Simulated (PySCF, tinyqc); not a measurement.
Inside a calculation. Method: RHF in the sto-6g basis, for H4, spin multiplicity 1. The lowest restricted solution is unstable here: a spin-polarised one lies 0.1897 hartree lower (PySCF). Computed by tinyqc, a small Python program that keeps every step (integrals from PySCF). Settings: charge = 0, multiplicity = 1, basis = sto-6g, energy threshold = 1e-10, iteration cap = 88, orthogonalisation = symmetric, start = Wolfsberg-Helmholz matrix, DIIS depth = 8, DIIS from iteration = 2, method = RHF. Command: `OMP_NUM_THREADS=1 python tinyqc.py 23962 23963 out.jsonl` (the two numbers bound the seeds that draw the settings). One thread of a shared host (Intel(R) Xeon(R) Processor @ 2.60GHz), about 0.05 s of CPU time with the checks. Later iterations appear only in the table of the cycle.

## One-electron integrals

Geometry (angstrom):
```
atom,x,y,z
H,0.00000,0.00000,0.00000
H,0.00000,0.00000,1.52800
H,0.00000,0.00000,2.33300
H,0.00000,0.00000,3.86100
```

Basis sto-6g: exponents (1/bohr^2) and contraction coefficients of normalised primitives:
```
element,l (shell),exponent,coefficient
H,s (1),35.52322,0.00916
H,s (1),6.51314,0.04936
H,s (1),1.82214,0.16854
H,s (1),0.62596,0.37056
H,s (1),0.24308,0.41649
H,s (1),0.10011,0.13033
```

Overlap, kinetic and nuclear-attraction integrals over the contracted functions; the nuclear repulsion is the sum of Za Zb / Rab.

nuclear repulsion = 1.9407056 hartree

overlap S, lower triangle:
```
,1H 1s,2H 1s,3H 1s,4H 1s
1H 1s,1.00000
2H 1s,0.24669,1.00000
3H 1s,0.06940,0.61749,1.00000
4H 1s,0.00429,0.06940,0.24669,1.00000
```

kinetic energy T (hartree), lower triangle:
```
,1H 1s,2H 1s,3H 1s,4H 1s
1H 1s,0.76852
2H 1s,0.00661,0.76852
3H 1s,-0.01139,0.19820,0.76852
4H 1s,-0.00159,-0.01139,0.00661,0.76852
```

nuclear attraction V (hartree), lower triangle:
```
,1H 1s,2H 1s,3H 1s,4H 1s
1H 1s,-1.94850
2H 1s,-0.44574,-2.42518
3H 1s,-0.12671,-1.42646,-2.42518
4H 1s,-0.00714,-0.12671,-0.44574,-1.94850
```

core Hamiltonian H = T + V (hartree), lower triangle:
```
,1H 1s,2H 1s,3H 1s,4H 1s
1H 1s,-1.17998
2H 1s,-0.43913,-1.65666
3H 1s,-0.13810,-1.22826,-1.65666
4H 1s,-0.00873,-0.13810,-0.43913,-1.17998
```

## Two-electron integrals

Functions are numbered as in S; the eight-fold symmetry (ij|kl) = (ji|kl) = (kl|ij) leaves the list below.

Two-electron integrals (ij|kl) in chemists' order, unique and non-zero (hartree):
```
i,j,k,l,(ij|kl)
1,1,1,1,0.77500
2,1,1,1,0.13103
2,1,2,1,0.03428
2,2,1,1,0.34009
2,2,2,1,0.13103
2,2,2,2,0.77500
3,1,1,1,0.02958
3,1,2,1,0.00851
3,1,2,2,0.03778
3,1,3,1,0.00229
3,2,1,1,0.16966
3,2,2,1,0.06471
3,2,2,2,0.40806
3,2,3,1,0.02072
3,2,3,2,0.25626
3,3,1,1,0.22659
3,3,2,1,0.08388
3,3,2,2,0.54581
3,3,3,1,0.02958
3,3,3,2,0.40806
3,3,3,3,0.77500
4,1,1,1,0.00130
4,1,2,1,0.00040
4,1,2,2,0.00193
4,1,3,1,0.00012
4,1,3,2,0.00119
4,1,3,3,0.00193
4,1,4,1,6.90e-06
4,2,1,1,0.01415
4,2,2,1,0.00497
4,2,2,2,0.02958
4,2,3,1,0.00166
4,2,3,2,0.02072
4,2,3,3,0.03778
4,2,4,1,0.00012
4,2,4,2,0.00229
4,3,1,1,0.04267
4,3,2,1,0.01434
4,3,2,2,0.08388
4,3,3,1,0.00497
4,3,3,2,0.06471
4,3,3,3,0.13103
4,3,4,1,0.00040
4,3,4,2,0.00851
4,3,4,3,0.03428
4,4,1,1,0.13706
4,4,2,1,0.04267
4,4,2,2,0.22659
4,4,3,1,0.01415
4,4,3,2,0.16966
4,4,3,3,0.34009
4,4,4,1,0.00130
4,4,4,2,0.02958
4,4,4,3,0.13103
4,4,4,4,0.77500
```

## Orthogonalisation

S = U s U^T; symmetric (Loewdin) form X = U s^(-1/2) U^T, so that X^T S X = 1.

eigenvalues of S: 0.33494  0.87053  1.04328  1.75124

X, lower triangle:
```
,1H 1s,2H 1s,3H 1s,4H 1s
1H 1s,1.02655
2H 1s,-0.15044,1.24064
3H 1s,0.03699,-0.43696,1.24064
4H 1s,-0.00278,0.03699,-0.15044,1.02655
```

## Starting guess

The start is the generalised Wolfsberg-Helmholz matrix (K = 1.75) built on H; D = 2 C_occ C_occ^T.

D at the start, lower triangle:
```
,1H 1s,2H 1s,3H 1s,4H 1s
1H 1s,0.86232
2H 1s,0.37009,0.69538
3H 1s,-0.23705,0.47976,0.69538
4H 1s,-0.84725,-0.23705,0.37009,0.86232
```

## Iteration 1: building the Fock matrix

J_ij = sum D_kl (ij|kl), K_ij = sum D_kl (ik|jl); F = H + J - 0.5 K; E = tr D H + tr D J / 2 - 0.25 tr D K + E_nn.

Coulomb J (hartree), lower triangle:
```
,1H 1s,2H 1s,3H 1s,4H 1s
1H 1s,1.44895
2H 1s,0.39026,1.92252
3H 1s,0.11235,1.18013,1.92252
4H 1s,0.00654,0.11235,0.39026,1.44895
```

exchange K (hartree), lower triangle:
```
,1H 1s,2H 1s,3H 1s,4H 1s
1H 1s,0.78254
2H 1s,0.35120,1.19938
3H 1s,0.11592,0.97970,1.19938
4H 1s,-0.10880,0.11592,0.35120,0.78254
```

Fock matrix F (hartree), lower triangle:
```
,1H 1s,2H 1s,3H 1s,4H 1s
1H 1s,-0.12231
2H 1s,-0.22448,-0.33383
3H 1s,-0.08371,-0.53798,-0.33383
4H 1s,0.05221,-0.08371,-0.22448,-0.12231
```

total energy of this density = -1.8366659 hartree

## Iteration 1: diagonalisation and new density

Diagonalise F' = X^T F X, C = X C', fill 2 alpha and 2 beta electrons from the bottom; D = 2 C_occ C_occ^T. Each column has its largest component positive (the first on a tie).

F' = X^T F X (hartree), lower triangle:
```
,1,2,3,4
1,-0.06826
2,-0.22422,0.07457
3,0.05433,-0.58237,0.07457
4,0.05516,0.05433,-0.22422,-0.06826
```

orbital energies (hartree): MO1 -0.56052, MO2 -0.21264, MO3 0.03963, MO4 0.74617

coefficients C:
```
,MO1,MO2,MO3,MO4
1H 1s,0.13796,0.65272,0.71517,-0.34825
2H 1s,0.51896,0.23566,-0.24506,1.17013
3H 1s,0.51896,-0.23566,-0.24506,-1.17013
4H 1s,0.13796,-0.65272,0.71517,0.34825
```

D after iteration 1, lower triangle:
```
,1H 1s,2H 1s,3H 1s,4H 1s
1H 1s,0.89015
2H 1s,0.45082,0.64971
3H 1s,-0.16444,0.42758,0.64971
4H 1s,-0.81402,-0.16444,0.45082,0.89015
```

## Iteration 2: building the Fock matrix

As before.

Coulomb J (hartree), lower triangle:
```
,1H 1s,2H 1s,3H 1s,4H 1s
1H 1s,1.46524
2H 1s,0.38836,1.88000
3H 1s,0.11109,1.15256,1.88000
4H 1s,0.00647,0.11109,0.38836,1.46524
```

exchange K (hartree), lower triangle:
```
,1H 1s,2H 1s,3H 1s,4H 1s
1H 1s,0.82717
2H 1s,0.38694,1.14924
3H 1s,0.14109,0.93332,1.14924
4H 1s,-0.09690,0.14109,0.38694,0.82717
```

Fock matrix F (hartree), lower triangle:
```
,1H 1s,2H 1s,3H 1s,4H 1s
1H 1s,-0.12833
2H 1s,-0.24425,-0.35128
3H 1s,-0.09756,-0.54236,-0.35128
4H 1s,0.04620,-0.09756,-0.24425,-0.12833
```

total energy of this density = -1.8547187 hartree

## Iteration 2: diagonalisation and new density

As before.

F' = X^T F X (hartree), lower triangle:
```
,1,2,3,4
1,-0.06989
2,-0.23974,0.05399
3,0.04513,-0.56991,0.05399
4,0.05171,0.04513,-0.23974,-0.06989
```

orbital energies (hartree): MO1 -0.58297, MO2 -0.21799, MO3 0.04887, MO4 0.72028

coefficients C:
```
,MO1,MO2,MO3,MO4
1H 1s,0.15998,0.64697,0.71056,-0.35883
2H 1s,0.51115,0.25467,-0.26098,1.16614
3H 1s,0.51115,-0.25467,-0.26098,-1.16614
4H 1s,0.15998,-0.64697,0.71056,0.35883
```

D after iteration 2, lower triangle:
```
,1H 1s,2H 1s,3H 1s,4H 1s
1H 1s,0.88832
2H 1s,0.49307,0.65225
3H 1s,-0.16597,0.39283,0.65225
4H 1s,-0.78594,-0.16597,0.49307,0.88832
```

## Iteration 3: building the Fock matrix

As before.

Coulomb J (hartree), lower triangle:
```
,1H 1s,2H 1s,3H 1s,4H 1s
1H 1s,1.46783
2H 1s,0.38818,1.87202
3H 1s,0.11087,1.14708,1.87202
4H 1s,0.00646,0.11087,0.38818,1.46783
```

exchange K (hartree), lower triangle:
```
,1H 1s,2H 1s,3H 1s,4H 1s
1H 1s,0.83632
2H 1s,0.39959,1.13625
3H 1s,0.14629,0.91628,1.13625
4H 1s,-0.09249,0.14629,0.39959,0.83632
```

Fock matrix F (hartree), lower triangle:
```
,1H 1s,2H 1s,3H 1s,4H 1s
1H 1s,-0.13031
2H 1s,-0.25075,-0.35276
3H 1s,-0.10037,-0.53933,-0.35276
4H 1s,0.04398,-0.10037,-0.25075,-0.13031
```

total energy of this density = -1.8571303 hartree

## Iteration 3: DIIS over 2 matrices

error matrix X^T (FDS - SDF) X:
```
,1,2,3,4
1,0.00000,0.00033,-0.01505,0.00000
2,-0.00033,0.00000,0.00000,0.01505
3,0.01505,0.00000,0.00000,-0.00033
4,0.00000,-0.01505,0.00033,0.00000
```

B (overlaps of the stored error matrices):
```
,1,2
1,4.9092845e-03,2.0873666e-03
2,2.0873666e-03,9.0602214e-04
```

Minimise |sum c_i e_i|^2 with sum c_i = 1: solve [B -1; -1 0][c; lambda] = [0; -1] with B_ij = tr e_i^T e_j, and take F = sum c_i F_i.

DIIS coefficients: -0.72008  1.72008

extrapolated F (hartree), lower triangle:
```
,1H 1s,2H 1s,3H 1s,4H 1s
1H 1s,-0.13174
2H 1s,-0.25543,-0.35384
3H 1s,-0.10240,-0.53714,-0.35384
4H 1s,0.04239,-0.10240,-0.25543,-0.13174
```

## Iteration 3: diagonalisation and new density

As before.

F' = X^T F X (hartree), lower triangle:
```
,1,2,3,4
1,-0.07050
2,-0.25054,0.04732
3,0.04314,-0.55869,0.04732
4,0.04850,0.04314,-0.25054,-0.07050
```

orbital energies (hartree): MO1 -0.58744, MO2 -0.22303, MO3 0.05408, MO4 0.71004

coefficients C:
```
,MO1,MO2,MO3,MO4
1H 1s,0.17397,0.64181,0.70727,-0.36796
2H 1s,0.50590,0.27117,-0.27101,1.16241
3H 1s,0.50590,-0.27117,-0.27101,-1.16241
4H 1s,0.17397,-0.64181,0.70727,0.36796
```

D after iteration 3, lower triangle:
```
,1H 1s,2H 1s,3H 1s,4H 1s
1H 1s,0.88438
2H 1s,0.52411,0.65893
3H 1s,-0.17206,0.36479,0.65893
4H 1s,-0.76332,-0.17206,0.52411,0.88438
```

## Iteration 6 (converged): orbitals

converged F (hartree), lower triangle:
```
,1H 1s,2H 1s,3H 1s,4H 1s
1H 1s,-0.13159
2H 1s,-0.25502,-0.35260
3H 1s,-0.10185,-0.53615,-0.35260
4H 1s,0.04243,-0.10185,-0.25502,-0.13159
```

As before.

F' = X^T F X (hartree), lower triangle:
```
,1,2,3,4
1,-0.07041
2,-0.25041,0.04835
3,0.04359,-0.55845,0.04835
4,0.04843,0.04359,-0.25041,-0.07041
```

orbital energies (hartree): MO1 -0.58595, MO2 -0.22300, MO3 0.05387, MO4 0.71096

coefficients C:
```
,MO1,MO2,MO3,MO4
1H 1s,0.17393,0.64179,0.70728,-0.36800
2H 1s,0.50591,0.27124,-0.27099,1.16240
3H 1s,0.50591,-0.27124,-0.27099,-1.16240
4H 1s,0.17393,-0.64179,0.70728,0.36800
```

D after iteration 6, lower triangle:
```
,1H 1s,2H 1s,3H 1s,4H 1s
1H 1s,0.88431
2H 1s,0.52415,0.65903
3H 1s,-0.17216,0.36475,0.65903
4H 1s,-0.76329,-0.17216,0.52415,0.88431
```

## Convergence

Stop when the energy changes by less than 1e-10 hartree and every element of the error matrix X^T (F D S - S D F) X is below 3e-06.

Course of the cycle:
```
iteration,E (hartree),change,largest element of the error matrix
1,-1.8366659,-,6.61e-02
2,-1.8547187,-1.81e-02,3.48e-02
3,-1.8571303,-2.41e-03,1.50e-02
4,-1.8576394,-5.09e-04,8.85e-05
5,-1.8576394,-9.59e-09,5.15e-06
6,-1.8576394,-4.56e-11,2.35e-06
```

PySCF RHF in the same basis = -1.8576394 hartree

Converged in 6 iterations.

## Populations, bond orders and dipole

Mulliken: Z minus the diagonal of D S on the atom; Loewdin: the same with S^(1/2) D S^(1/2); Mayer order: 2 sum_s sum (D(s) S)_ij (D(s) S)_ji over the two atoms.

Charges (e):
```
atom,Mulliken,Loewdin
1H,0.00161,-0.00702
2H,-0.00161,0.00702
3H,-0.00161,0.00702
4H,0.00161,-0.00702
```

Mayer bond orders:
```
pair,order
2-1,0.41469
3-1,-0.00084
3-2,0.58614
4-1,0.58614
4-2,-0.00084
4-3,0.41469
```

dipole moment about the origin, x y z (debye): 0.00000  0.00000  0.00000
